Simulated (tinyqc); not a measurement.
Worked calculation: valley splitting in a one-orbital chain of atomic planes (second-neighbour model). Values are carried at full precision from step to step, so a last printed digit may differ when a step is redone from the rounded ones.

Each (001) plane carries one orbital with energy e0, hopping v to the next plane and u to the second: E(phi) = e0 + 2 v cos(phi) + 2 u cos(2 phi), where phi = pi - k a/4 (the sign of every second orbital is chosen so that v > 0, which shifts the phase by pi). The minimum lies at cos(phi0) = -v/(4u), phi0 = pi - (pi/2) k0 for a valley at k0 (2 pi/a), and e0 puts it at zero. A slab of N planes has hard walls: the matrix simply ends.

Constants: hbar^2/2m0 = 3.80998211 eV angstrom^2.

Inputs chosen for the exercise (near those of the Delta valleys of silicon; abrupt walls in this chain split the valleys several times more than measured wells; shifted at random, so the results belong to these values and not to a real crystal): a = 5.422 angstrom (lattice constant; planes lie a/4 apart); k0 = 0.88 2 pi/a (position of the valley); ml = 0.896 m0 (longitudinal mass); N = 7 (planes in the small slab).

## Hoppings from the valley position and mass

The curvature at the minimum is d2E/dphi2 = 8 u sin^2(phi0) = (2c/ml)/(a/4)^2 with c = hbar^2/2m0; v = -4 u cos(phi0); e0 = 2u + v^2/(4u).

phi0 = 1.75929 rad
u = 0.59962 eV
v = 0.44943 eV
e0 = 1.28346 eV

## The bulk band

E at phi = j pi/10.

Band:
```
phi/pi  E (eV)
0.0     3.3816
0.1     3.1085
0.2     2.3812
0.3     1.4412
0.4     0.5910
0.5     0.0842
0.6     0.0355
0.7     0.3845
0.8     0.9269
0.9     1.3988
1.0     1.5838
```

## Hamiltonian of the slab

e0 on the diagonal, v and u on the first and second off-diagonals.

H (eV):
```
        1       2       3       4       5       6       7
1  1.2835  0.4494  0.5996       0       0       0       0
2  0.4494  1.2835  0.4494  0.5996       0       0       0
3  0.5996  0.4494  1.2835  0.4494  0.5996       0       0
4       0  0.5996  0.4494  1.2835  0.4494  0.5996       0
5       0       0  0.5996  0.4494  1.2835  0.4494  0.5996
6       0       0       0  0.5996  0.4494  1.2835  0.4494
7       0       0       0       0  0.5996  0.4494  1.2835
```

## Levels and the valley doublet

Diagonalise H. The two lowest levels are the doublet made from the valleys at +k0 and -k0; give their splitting, the weights of the lowest state, and its parity under reversal of the planes.

levels (eV): 0.2568  0.2837  0.8484  1.0534  1.4046  2.1187  3.0187

splitting = 26.85 meV

weights on the planes: 0.081  0.184  0.027  0.416  0.027  0.184  0.081

parity of the lowest state: even

The mean of the doublet lies 0.2702 eV above the bulk minimum, and level 3 lies 0.5781 eV above that mean; the weights oscillate from plane to plane because the two valleys interfere.

## Checks

- Mean of the doublet for 400 planes against the effective-mass level with W = 402 a/4 (meV): both 0.1413.

Computed by tinyqc, a small Python program: `OMP_NUM_THREADS=1 python tinyqc.py 1481792 1481793 out.jsonl` (the numbers bound the seed that draws the inputs); one thread of a shared host (Intel(R) Xeon(R) Processor @ 2.30GHz), about 0.01 s for the whole set of steps.
